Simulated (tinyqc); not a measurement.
Pump-down curve: gas flow in a process chamber: flow regimes, conductance, effective pumping speed, pump-down, outgassing and purge. Computed by tinyqc, a small Python program. Command: `OMP_NUM_THREADS=1 python tinyqc.py 3120170 3120171 out.jsonl pump walk`. One thread of a shared host (Intel(R) Xeon(R) Processor @ 2.30GHz), about 0.07 s of CPU time with the checks.

Ideal gas, isothermal flow, a pump of constant speed at the end of a round pipe; process gas, volume gas and outgassing are given the same properties. 1 sccm = 101325 Pa x 1e-6 m^3/60 s x T/273.15 K.

Inputs (values chosen for the exercise, modelled on oxygen near room temperature):
```
quantity,value,unit
molar mass M,32,g/mol
molecular diameter,0.36,nm
viscosity eta,20.6,micropascal s
temperature T,350,K
chamber volume V,17,L
wall area,1.1,m^2
pipe diameter d,25,cm
pipe length l,10,cm
pump speed S,460,L/s
outgassing rate after 1 h,4e-07,Pa m^3/(s m^2)
outgassing exponent n,1,-
starting pressure p0,1100,Pa
```

Constants: k_B = 1.380649e-23 J/K; u = 1.6605390666e-27 kg.

Method:
- Mean speed c = sqrt(8 k_B T/(pi m)); aperture conductance C_a = c pi d^2/16; molecular pipe C_m = C_a/(1 + 3 l/(4 d)) (Dushman form); viscous pipe C_v = pi d^4 p_mean/(128 eta l); Knudsen interpolation C = C_v + C_m (1 + x)/(1 + 1.24 x), x = d p_mean sqrt(m/(k_B T))/eta.
- Effective speed 1/S_eff = 1/S + 1/C_m; time constant V/S_eff; pressure at which the free path k_B T/(sqrt2 pi d_m^2 p) equals d.
- Pump-down: V dp/dt = -S_eff(p) p + q(t) A, with S_eff = S p_2/p, where p_2 solves C((p + p_2)/2) (p - p_2) = S p_2 at each moment, and q(t) = q_1 (1 h/(t + 10 s))^n; integrated adaptively. At long times p = q(t) A/S_eff.
- S_eff(p) is tabulated at 260 pressures and interpolated in ln p. Comparison columns: p0 exp(-t/time constant) with the molecular S_eff (0 below 1e-26 p0), and the outgassing limit.

time constant = 0.0406988 s

S_eff in molecular flow = 417.703 L/s

Pressure against time:
```
t (s),p (Pa),S_eff (L/s),volume gas only (Pa),outgassing limit (Pa)
0.3,3.3720e-01,449.25,6.9201e-01,3.6817e-04
1,3.4603e-04,417.71,2.3467e-08,3.4474e-04
3,2.9262e-04,417.71,0,2.9171e-04
10,1.8999e-04,417.71,0,1.8961e-04
30,9.4900e-05,417.70,0,9.4804e-05
100,3.4487e-05,417.70,0,3.4474e-05
300,1.2234e-05,417.70,0,1.2233e-05
1000,3.7548e-06,417.70,0,3.7546e-06
3600,1.0505e-06,417.70,0,1.0505e-06
20000,1.8951e-07,417.70,0,1.8951e-07
100000,3.7918e-08,417.70,0,3.7918e-08
```

From t = 1 s on the pressure is within 20 % of the outgassing limit, which falls only as (t + 10 s)^-1: walls, not volume, set the time to base pressure.
